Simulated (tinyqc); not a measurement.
Worked calculation: polar nitride quantum well with polarisation fields. Values are carried at full precision from step to step, so a last printed digit may differ when a step is redone from the rounded ones.

Growth along [0001]. e_par = (a_sub - a)/a, Ppz = 2 e_par (e31 - e33 C13/C33), P = Psp + Ppz in each layer; strain relaxation and the strain shift of the gaps are left out, although thick layers with more than about 1 % mismatch would relax.

Constants: hbar^2/2m0 = 3.80998211 eV angstrom^2; hc = 1239.841984 eV nm.

Values chosen for the exercise (near those of a GaN well in AlGaN; shifted at random, so the results belong to these values and not to a real crystal):
- a_w = 3.189 angstrom (lattice constant a, well)
- a_b = 3.175 angstrom (lattice constant a, barrier)
- a_sub = 3.189 angstrom (in-plane lattice constant of the stack)
- Psp_w = -0.0347 C/m^2 (spontaneous polarisation)
- Psp_b = -0.0403 C/m^2 (spontaneous polarisation)
- e31_w = -0.353 C/m^2
- e31_b = -0.357 C/m^2
- e33_w = 0.659 C/m^2
- e33_b = 0.818 C/m^2
- C_w = 0.267 (C13/C33)
- C_b = 0.273 (C13/C33)
- Lw = 26 angstrom (well width)
- Lb = 45 angstrom (barrier width)
- eps_w = 10.2 (dielectric constant)
- eps_b = 10.2 (dielectric constant)
- Eg = 3.44 eV (gap of the well)
- Vc = 0.263 eV (conduction offset)
- Vv = 0.124 eV (valence offset)
- me = 0.2 m0 (electron, well)
- meb = 0.222 m0 (electron, barrier)
- mh = 1.98 m0 (hole, everywhere)

## Strain and polarisation

Give strain and polarisation of well and barrier; the bound sheet charge is |P_w - P_b|/e with e = 1.602176634e-19 C.

Layers:
```
layer      e_par  Ppz (C/m^2)  P (C/m^2)
well     0.00000      0.00000   -0.03470
barrier  0.00441     -0.00512   -0.04542
```

sheet charge = 0.669 x 1e13/cm^2

Of P_w - P_b = +0.0107 C/m^2 the piezoelectric part gives +0.0051 and the spontaneous part +0.0056.

## Built-in fields

In a periodic stack without free charge the potential drop over a period vanishes: F_w = (P_b - P_w) Lb/(eps0 (eps_w Lb + eps_b Lw)), F_b = -F_w Lw/Lb, eps0 = 8.8541878e-12 F/m; 1 MV/cm = 1e8 V/m = 0.01 V/angstrom.

Give both fields and the drop |F_w| Lw across the well.

F_w = -0.752 MV/cm
F_b = 0.435 MV/cm
drop = 0.196 eV

## Levels with and without the field

Envelope functions on cells of 0.25 angstrom over barrier, well, barrier (widths Lb, Lw, Lb), psi = 0 beyond, psi'/m continuous (mean mass between points), c = hbar^2/2m0. With u(z) the integral of e F (F_w in the well, F_b = -F_w Lw/Lb in the barriers, 1 MV/cm = 0.01 V/angstrom), zero at the centre of the well, the electron sees u plus Vc in the barriers and the hole -u plus Vv. The transition is Eg + E_e + E_h; excitons are left out.

Ground states of electron and hole, their centres, the squared overlap, the transition and its wavelength hc/E.

Results:
```
case            E_e (eV)  E_h (eV)  <z>_e  <z>_h  overlap^2  E (eV)     nm
no field          0.0931    0.0164    0.0    0.0      0.925  3.5494  349.3
built-in field    0.0809   -0.0177    4.3   -7.9      0.434  3.5031  353.9
```

The field shifts the line by -46 meV, pulls the carriers 12.1 angstrom apart and, with the rate proportional to overlap^2, lengthens the radiative lifetime by a factor 2.13.

## Estimate from two triangular wells

For a strong field: E = Eg - |e F_w| Lw + a0 (c (e F_w)^2)^(1/3) (me^(-1/3) + mh^(-1/3)), a0 = 2.338107, hard walls, c = hbar^2/2m0, 1 MV/cm = 0.01 V/angstrom.

electron term = 0.2397 eV
hole term = 0.1116 eV
E = 3.5958 eV

The electron term exceeds the drop across the well, so the electron still feels the far wall and the estimate is outside its range. Against the grid result 3.5031 eV the estimate errs by +93 meV: +61 from the electron and +32 from the hole, since hard walls stand in for offsets of 0.263 and 0.124 eV into which the carriers leak.

## Checks

- Electron level without field against the matching condition of the square well, eV: both 0.093.

Computed by tinyqc, a small Python program: `OMP_NUM_THREADS=1 python tinyqc.py 1282728 1282729 out.jsonl` (the numbers bound the seed that draws the inputs); one thread of a shared host (Intel(R) Xeon(R) Processor @ 2.30GHz), about 0.05 s for the whole set of steps.
